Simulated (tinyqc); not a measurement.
Worked calculation: plane-wave Kohn-Sham cycle with exchange-only LDA in a layered model solid. Computed by tinyqc, a small Python program that keeps every step. Settings: points = 16, plane-wave index or count = 2, electrons = 2, k points = 1, area = 10.0, mixing = 0.5, iteration cap = 74. Command: `OMP_NUM_THREADS=1 python tinyqc.py 21472 21473 out.jsonl` (the two numbers bound the seeds that draw the settings). One thread of a shared host (Intel(R) Xeon(R) Processor @ 2.60GHz), about 0.02 s of CPU time with the checks. Later iterations appear only in the table of the cycle.

## Iteration 1: potential

A solid whose potential varies along x alone (atomic units):
```
parameter                      value
period a                    9.100000
cross-section of the cell  10.000000
electrons per cell                 2
grid points                       16
plane waves -n..n, n               2
k points                           1
V1 in V1 cos(2 pi x/a)     -0.190000
```

density at the start, on the grid x_j = j a/N (e/bohr^3): [0.021978, 0.021978, 0.021978, 0.021978, 0.021978, 0.021978, 0.021978, 0.021978, 0.021978, 0.021978, 0.021978, 0.021978, 0.021978, 0.021978, 0.021978, 0.021978]

V_H(G) = 4 pi rho(G)/G^2 for G != 0 (uniform background); v_x = -(3 rho/pi)^(1/3); V = V_ext + V_H + v_x; Fourier components f(G_m) = (1/N) sum_j f(x_j) exp(-i G_m x_j).

Potentials on the grid (hartree):
```
x         V_ext     V_H      v_x        V
0.0000  -0.1900  0.0000  -0.2758  -0.4658
0.5687  -0.1755  0.0000  -0.2758  -0.4514
1.1375  -0.1344  0.0000  -0.2758  -0.4102
1.7063  -0.0727  0.0000  -0.2758  -0.3485
2.2750        0  0.0000  -0.2758  -0.2758
2.8438   0.0727  0.0000  -0.2758  -0.2031
3.4125   0.1344  0.0000  -0.2758  -0.1415
3.9813   0.1755  0.0000  -0.2758  -0.1003
4.5500   0.1900  0.0000  -0.2758  -0.0858
5.1188   0.1755  0.0000  -0.2758  -0.1003
5.6875   0.1344  0.0000  -0.2758  -0.1415
6.2562   0.0727  0.0000  -0.2758  -0.2031
6.8250        0  0.0000  -0.2758  -0.2758
7.3937  -0.0727  0.0000  -0.2758  -0.3485
7.9625  -0.1344  0.0000  -0.2758  -0.4102
8.5312  -0.1755  0.0000  -0.2758  -0.4514
```

V(G_m), m = 0, 1, 2, ... (hartree): [-0.2758, -0.0950, 0.0000, 0.0000, 0.0000]

## Iteration 1: Hamiltonian at one k

k = 0.0000 2 pi / a

H(m,m') = (k + G_m)^2/2 delta + V(G_m - G_m'), with V(-G) = V(G).

H (hartree), order -2, -1, +0, +1, +2:
```
[[0.6776, -0.0950, 0.0000, 0.0000, 0.0000],
 [-0.0950, -0.0375, -0.0950, 0.0000, 0.0000],
 [0.0000, -0.0950, -0.2758, -0.0950, 0.0000],
 [0.0000, 0.0000, -0.0950, -0.0375, -0.0950],
 [0.0000, 0.0000, 0.0000, -0.0950, 0.6776]]
```

## Iteration 1: levels at that k

Diagonalise the Hermitian matrix.

eigenvalues (hartree): [-0.3378, -0.0499, 0.0117, 0.6900, 0.6904]

## Iteration 1: new density

Motion across x is left out: the lowest 1 band(s) hold two electrons at each of the k points (j + 1/2)/nk - 1/2. Residual R = rho(out) - rho(in); rho(new) = rho(in) + 0.5 R. rho(out) = 2/(a A nk) sum |psi|^2 with psi = sum c exp(i G x). Harris energy E = band energy - dV sum rho (V_H/2 + v_x) + (3/4) dV sum rho v_x with rho(in), dV = a A/N, band energy = (2/nk) sum of the filled levels.

rho(out) (e/bohr^3): [0.053105, 0.049002, 0.038631, 0.026338, 0.015957, 0.009055, 0.005257, 0.003516, 0.003028, 0.003516, 0.005257, 0.009055, 0.015957, 0.026338, 0.038631, 0.049002]

density after iteration 1 (e/bohr^3): [0.037541, 0.035490, 0.030305, 0.024158, 0.018968, 0.015517, 0.013618, 0.012747, 0.012503, 0.012747, 0.013618, 0.015517, 0.018968, 0.024158, 0.030305, 0.035490]

energy per cell = -0.537633 hartree

## Iteration 2: potential

As before.

Potentials on the grid (hartree):
```
x         V_ext      V_H      v_x        V
0.0000  -0.1900   0.3415  -0.3297  -0.1782
0.5687  -0.1755   0.3106  -0.3236  -0.1885
1.1375  -0.1344   0.2259  -0.3070  -0.2155
1.7063  -0.0727   0.1076  -0.2847  -0.2498
2.2750        0  -0.0199  -0.2626  -0.2825
2.8438   0.0727  -0.1358  -0.2456  -0.3087
3.4125   0.1344  -0.2259  -0.2352  -0.3267
3.9813   0.1755  -0.2824  -0.2300  -0.3369
4.5500   0.1900  -0.3016  -0.2286  -0.3401
5.1188   0.1755  -0.2824  -0.2300  -0.3369
5.6875   0.1344  -0.2259  -0.2352  -0.3267
6.2562   0.0727  -0.1358  -0.2456  -0.3087
6.8250        0  -0.0199  -0.2626  -0.2825
7.3937  -0.0727   0.1076  -0.2847  -0.2498
7.9625  -0.1344   0.2259  -0.3070  -0.2155
8.5312  -0.1755   0.3106  -0.3236  -0.1885
```

V(G_m), m = 0, 1, 2, ... (hartree): [-0.2710, 0.0399, 0.0058, 0.0006, 0.0001]

## Iteration 2: Hamiltonian at one k

k = 0.0000 2 pi / a

As before.

H (hartree), order -2, -1, +0, +1, +2:
```
[[0.6825, 0.0399, 0.0058, 0.0006, 0.0001],
 [0.0399, -0.0326, 0.0399, 0.0058, 0.0006],
 [0.0058, 0.0399, -0.2710, 0.0399, 0.0058],
 [0.0006, 0.0058, 0.0399, -0.0326, 0.0399],
 [0.0001, 0.0006, 0.0058, 0.0399, 0.6825]]
```

## Iteration 2: levels at that k

As before.

eigenvalues (hartree): [-0.2834, -0.0406, -0.0168, 0.6846, 0.6850]

## Iteration 2: new density

As before.

rho(out) (e/bohr^3): [0.009974, 0.010663, 0.012753, 0.016243, 0.020924, 0.026221, 0.031203, 0.034784, 0.036090, 0.034784, 0.031203, 0.026221, 0.020924, 0.016243, 0.012753, 0.010663]

density after iteration 2 (e/bohr^3): [0.023758, 0.023077, 0.021529, 0.020201, 0.019946, 0.020869, 0.022410, 0.023766, 0.024297, 0.023766, 0.022410, 0.020869, 0.019946, 0.020201, 0.021529, 0.023077]

energy per cell = -0.514047 hartree

## Convergence

Stop when sqrt(dV sum R^2) is below 1e-8, dV = a A/N.

Course of the cycle:
```
iteration  E (hartree)  norm of the residual
1            -0.537633              1.69e-01
2            -0.514047              1.71e-01
3            -0.547683              1.72e-01
4            -0.514984              1.71e-01
5            -0.547620              1.71e-01
6            -0.514697              1.71e-01
7            -0.547108              1.71e-01
8            -0.514551              1.71e-01
9            -0.546926              1.71e-01
10           -0.514510              1.71e-01
11           -0.546882              1.71e-01
...                ...                   ...
64           -0.514500              1.71e-01
65           -0.546872              1.71e-01
66           -0.514500              1.71e-01
67           -0.546872              1.71e-01
68           -0.514500              1.71e-01
69           -0.546872              1.71e-01
70           -0.514500              1.71e-01
71           -0.546872              1.71e-01
72           -0.514500              1.71e-01
73           -0.546872              1.71e-01
74           -0.514500              1.71e-01
```

Not converged within 74 iterations: the residual has stopped falling: the iteration swings between two states. Reruns (cap 100 unless said): mixing 0.1: not converged; mixing 0.5, Kerker q0 1.0: converged in 36 (E = -0.44345); mixing 0.3, Pulay depth 5: converged in 11 (E = -0.44345); the original settings with a cap of 400: not converged.
